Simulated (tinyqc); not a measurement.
What moves the results: static screening by free carriers. A value that a table varies takes the place of the one given here.

kF = (3 pi^2 n/Mv)^(1/3), EF = c kF^2/m with c = hbar^2/2m0, n in 1/angstrom^3 (1e-24 per 1/cm^3), e2 = e^2/(4 pi eps0). Thomas-Fermi: qTF^2 = 6 pi e2 n/(eps EF). Debye: qD^2 = 4 pi e2 n/(eps kB T).

F_j(eta) = (1/Gamma(j + 1)) integral_0^infinity x^j dx/(1 + exp(x - eta)), which tends to exp(eta) for eta << 0.

At finite T: qs^2 = qD^2 F_-1/2(eta)/F_1/2(eta), where n = Mv N F_1/2(eta) and N = 2 (m kB T/(4 pi c))^(3/2) with c = hbar^2/2m0, in 1/angstrom^3; times 1e24 for 1/cm^3.

Donor in the screened potential -(e2/eps) exp(-qs r)/r with the trial function exp(-r/a): E(a) = c/(m a^2) - (e2/eps) 4/(a (2 + qs a)^2), e2 = e^2/(4 pi eps0), c = hbar^2/2m0; isotropic mass.

Lindhard at zero temperature: eps(q)/eps = 1 + (qTF/q)^2 L(x), x = q/(2 kF), L(x) = 1/2 + ((1 - x^2)/(4x)) ln|(1 + x)/(1 - x)|.

Constants: hbar^2/2m0 = 3.80998211 eV angstrom^2; e^2/(4 pi eps0) = 14.39964547 eV angstrom; kB = 8.617333262e-05 eV/K; a0 (Bohr radius) = 0.5291772105 angstrom.

Values chosen for the exercise (near those of Ge; shifted at random, so the results belong to these values and not to a real crystal): m = 0.2209 m0 (mass of one isotropic valley); Mv = 4 (valleys); eps = 16.1 (background dielectric constant); T = 77 K; n = 6.9e+17 1/cm^3 (carrier density).

## Screening unbinds the donor

All carriers n are taken as free and screen with qs(T); E(a) is minimised over a; a dash marks no bound state. aB = a0 eps/m.

Donor level:
```
n (1/cm^3),n^(1/3) aB,qs aB,E (meV),a/aB
1.0e+14,0.018,0.016,-11.23,1.000
1.0e+15,0.039,0.050,-10.47,1.002
6.0e+15,0.070,0.123,-8.99,1.010
2.0e+16,0.105,0.224,-7.17,1.031
5.0e+16,0.142,0.353,-5.21,1.073
1.0e+17,0.179,0.496,-3.45,1.142
3.0e+17,0.258,0.837,-0.68,1.492
7.0e+17,0.342,1.223,-,-
```

aB = 38.6 angstrom

The level rises from -11.23 meV at the lowest density to -0.68 meV at 3e+17 1/cm^3, against -11.59 meV unscreened. The trial function finds no bound state from 7e+17 1/cm^3 on, where qs aB = 1.22 and n^(1/3) aB = 0.34. This trial function loses binding at qs aB = 1 and the exact Yukawa problem at 1.19; the Mott rule of thumb is n^(1/3) aB = 0.26.

## From Debye to Thomas-Fermi

Screening lengths (angstrom):
```
n (1/cm^3),eta,Debye,Thomas-Fermi,finite T
4.0e+15,-5.82,384.2,49.48,384.4
3.0e+16,-3.80,140.3,35.36,140.8
1.0e+17,-2.58,76.84,28.93,77.83
5.0e+17,-0.87,34.36,22.13,36.51
2.0e+18,0.90,17.18,17.56,21.05
7.0e+18,3.35,9.184,14.25,14.84
3.0e+19,9.44,4.436,11.18,11.24
8.0e+19,18.29,2.717,9.496,9.508
```

Debye is within 5 % of the finite-T length up to 1e+17 1/cm^3 of the densities listed and Thomas-Fermi from 7e+18 on. The length goes as n^-0.50 at the low end and n^-0.17 at the high end, against the limits -1/2 and -1/6. Both limits give too short a length.

## Static response in three, two and one dimensions

kF = 0.0172215 1/angstrom
qTF = 0.0476875 1/angstrom

x = q/(2 kF). Response over its long-wave value: L3 as above; L2 = 1 for x <= 1 and 1 - sqrt(1 - 1/x^2) beyond; L1 = ln|(1 + x)/(1 - x)|/(2x).

Response:
```
x,L3,L2,L1,"eps(q)/eps, Lindhard 3D",Thomas-Fermi
0.099,0.997,1.000,1.003,195.9,196.6
0.298,0.970,1.000,1.031,21.94,22.59
0.496,0.913,1.000,1.097,8.118,8.792
0.695,0.819,1.000,1.234,4.250,4.969
0.894,0.662,1.000,1.612,2.587,3.398
0.973,0.559,1.000,2.205,2.131,3.025
1.013,0.467,0.840,2.489,1.873,2.868
1.092,0.362,0.598,1.430,1.582,2.608
1.291,0.234,0.368,0.799,1.269,2.150
1.589,0.145,0.223,0.466,1.110,1.759
2.184,0.073,0.111,0.226,1.029,1.402
```

Next to x = 1 the table has L3 = 0.559 and 0.467, L2 = 1.000 and 0.840, L1 = 2.205 and 2.489: an infinite slope in 3D, a kink in 2D and a logarithmic peak in 1D, where the whole Fermi surface is joined by 2 kF. These features give Friedel oscillations of period pi/kF = 182 angstrom at zero temperature; they wash out once kT nears EF, so this table, for T = 0, describes the gas only where EF is well above kT. Thomas-Fermi overstates eps(q) by 8.3 % at x = 0.496 and by 58.5 % at x = 1.589.

## What sets the screening length

All results formed anew. Each row changes one parameter from the base and keeps the others.

Results:
```
case,Debye (angstrom),Thomas-Fermi (angstrom),finite T (angstrom)
base,29.25,20.97,31.74
n = 1.38e+18 1/cm^3,20.68,18.68,24.03
m = 0.2872 m0,29.25,18.39,30.96
eps = 19.32,32.04,22.97,34.77
T = 137 K,39.02,20.97,40.46
Mv = 5,29.25,19.47,31.26
```

The largest shifts from the base row, up to three for each result and ties (the steps differ in size, so this ranks the rows, not the parameters). Debye (angstrom): T +9.77, n -8.57, eps +2.79; unchanged at the printed digits by m and Mv. Thomas-Fermi (angstrom): m -2.58, n -2.29, eps +2.00; unchanged at the printed digits by T. finite T (angstrom): T +8.72, n -7.71, eps +3.03.

tinyqc: `OMP_NUM_THREADS=1 python tinyqc.py 1681794 1681795 out.jsonl`; about 0.01 s, one thread, shared Intel(R) Xeon(R) Processor @ 2.30GHz.
